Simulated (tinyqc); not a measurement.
Heavy and light holes: cyclotron masses of warped hole bands.

Inputs chosen for the exercise (near those of Ge; shifted at random, so the results belong to these values and not to a real crystal): g1 = 13.35 (Luttinger gamma1); g2 = 4.24 (gamma2); g3 = 5.7 (gamma3); ths = (0, 10, 25, 35, 55, 70, 90) degrees (angles).

E = c k^2 f(n) with f = g1 -/+ 2 sqrt(g2^2 + 3 (g3^2 - g2^2)(nx^2 ny^2 + ny^2 nz^2 + nz^2 nx^2)). For the orbit through k = 0 perpendicular to b = (sin(theta)/sqrt2, sin(theta)/sqrt2, cos(theta)), mc is the mean of 1/f over the directions n in that plane (180 evenly spaced angles). Quantum effects of the lowest levels are left out.

Cyclotron masses (m0):
```
theta (degrees)   heavy   light
0                0.2833  0.0435
10               0.2910  0.0433
25               0.3280  0.0426
35               0.3588  0.0420
55               0.3838  0.0415
70               0.3801  0.0417
90               0.3774  0.0421
```

The heavy mass varies by 35 % over the table, with its largest listed value at 55 degrees ([111] lies at 54.7) and its smallest at 0; the light mass varies by 4.9 %. The warping term enters both with the same size, but it is set against a small inverse mass in one and a large one in the other (along [111], g1 - 2 g3 = 1.95 and g1 + 2 g3 = 24.75).

Computed by tinyqc, a small Python program: `OMP_NUM_THREADS=1 python tinyqc.py 1250772 1250773 out.jsonl` (the numbers bound the seed that draws the inputs); one thread of a shared host (Intel(R) Xeon(R) Processor @ 2.30GHz), about 0.01 s for the whole set of steps.
